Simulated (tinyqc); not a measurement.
# Ellipsometry and reflectance of a transparent film on an absorbing substrate: two studies

Air (index 1), film, substrate with N2 = n2 - i k2; time factor exp(+i w t). q_j = sqrt(N_j^2 - sin^2 th), root with positive real part. Fresnel coefficients r_s = (q_a - q_b)/(q_a + q_b), r_p = (N_b^2 q_a - N_a^2 q_b)/(N_b^2 q_a + N_a^2 q_b). tan(Psi) exp(i Delta) = R_p/R_s, Delta taken from 0 to 360 degrees.

Parameters, values chosen for the exercise; indices close to those of hafnium oxide on silicon: wavelength lam = 800 nm; angle of incidence th = 70 degrees; index of the transparent film n1 = 2.063; film thickness d = 88 nm; index of the substrate n2 = 3.692; extinction coefficient of the substrate k2 = 0.0065.

Each table varies one quantity; the others keep the values above.

## Psi and Delta against the film thickness

beta = 2 pi d q1/lam, X = exp(-2 i beta), R = (r01 + r12 X)/(1 + r01 r12 X) for p and s. The last column is the derivative of Delta.

Psi and Delta against the film thickness:

| d (nm) | Psi (degrees) | Delta (degrees) | \|R_p\|^2 | \|R_s\|^2 | dDelta/dd (degrees/nm) |
|---|---|---|---|---|---|
| 0 | 9.1293 | 179.67 | 0.017583 | 0.68089 | -2.9568 |
| 24 | 12.266 | 119.18 | 0.031073 | 0.65740 | -1.9184 |
| 49 | 18.595 | 81.901 | 0.065024 | 0.57447 | -1.1965 |
| 73 | 25.847 | 55.489 | 0.099252 | 0.42293 | -1.0949 |
| 98 | 35.003 | 21.252 | 0.12048 | 0.24568 | -1.8008 |
| 122 | 34.234 | 334.53 | 0.11936 | 0.25778 | -1.7028 |
| 147 | 25.039 | 301.88 | 0.096215 | 0.44093 | -1.0788 |
| 171 | 17.937 | 275.15 | 0.061354 | 0.58551 | -1.2351 |
| 196 | 11.745 | 236.03 | 0.028614 | 0.66193 | -2.0358 |
| 220 | 9.1639 | 173.18 | 0.017714 | 0.68069 | -2.9394 |

Psi goes from 9.13 through a maximum of 35.0 (at d = 98 nm among the rows listed) to 9.16 degrees. The period is 217.8 nm, after which Psi and Delta return to the values of the bare substrate, so one angle and wavelength fix d only up to a multiple of it. The size of the slope of Delta runs from 1.08 to 2.96 degrees/nm among the rows; Delta is counted modulo 360 degrees, and sharper features can lie between the rows.

## Effect of the index of the transparent film

Same model as above.

dDelta/dd is the derivative of Delta; period lam/(2 q1).

Result of one run:

| n1 | Psi (degrees) | Delta (degrees) | \|R_p\|^2 | \|R_s\|^2 | dDelta/dd (degrees/nm) | period (nm) |
|---|---|---|---|---|---|---|
| 1.65 | 31.19 | 70.86 | 0.1599 | 0.4361 | -0.4298 | 294.9 |

What becomes of these results when the index of the transparent film n1 is changed from 1.65 to 2.65, all else the same?

Result of the changed run:

| n1 | Psi (degrees) | Delta (degrees) | \|R_p\|^2 | \|R_s\|^2 | dDelta/dd (degrees/nm) | period (nm) |
|---|---|---|---|---|---|---|
| 2.65 | 13.55 | 342.6 | 0.02640 | 0.4548 | -2.327 | 161.4 |

The whole series:

| n1 | Psi (degrees) | Delta (degrees) | \|R_p\|^2 | \|R_s\|^2 | dDelta/dd (degrees/nm) | period (nm) |
|---|---|---|---|---|---|---|
| 1.25 | 22.57 | 100.8 | 0.1047 | 0.6060 | -0.2693 | 485.3 |
| 1.45 | 28.14 | 83.85 | 0.1507 | 0.5267 | -0.3001 | 362.2 |
| 1.65 | 31.19 | 70.86 | 0.1599 | 0.4361 | -0.4298 | 294.9 |
| 1.85 | 32.64 | 56.47 | 0.1450 | 0.3533 | -0.7793 | 251.0 |
| 2.05 | 31.60 | 38.50 | 0.1166 | 0.3080 | -1.366 | 219.5 |
| 2.25 | 27.01 | 18.82 | 0.08309 | 0.3197 | -1.850 | 195.7 |
| 2.45 | 20.23 | 0.5630 | 0.05136 | 0.3780 | -2.072 | 176.8 |
| 2.65 | 13.55 | 342.6 | 0.02640 | 0.4548 | -2.327 | 161.4 |

Psi goes from 22.6 through a maximum of 32.6 (at n1 = 1.85 among the rows listed) to 13.5 degrees and |R_p|^2 goes from 0.105 through a maximum of 0.160 (at n1 = 1.65 among the rows listed) to 0.0264. The slope of Delta is largest in size, 2.33 degrees/nm, at n1 = 2.65 among the rows.

tinyqc, about 0.3 s, one thread, Intel Xeon 2.30GHz (shared host): `OMP_NUM_THREADS=1 python tinyqc.py 2870231 2870232 out.jsonl`
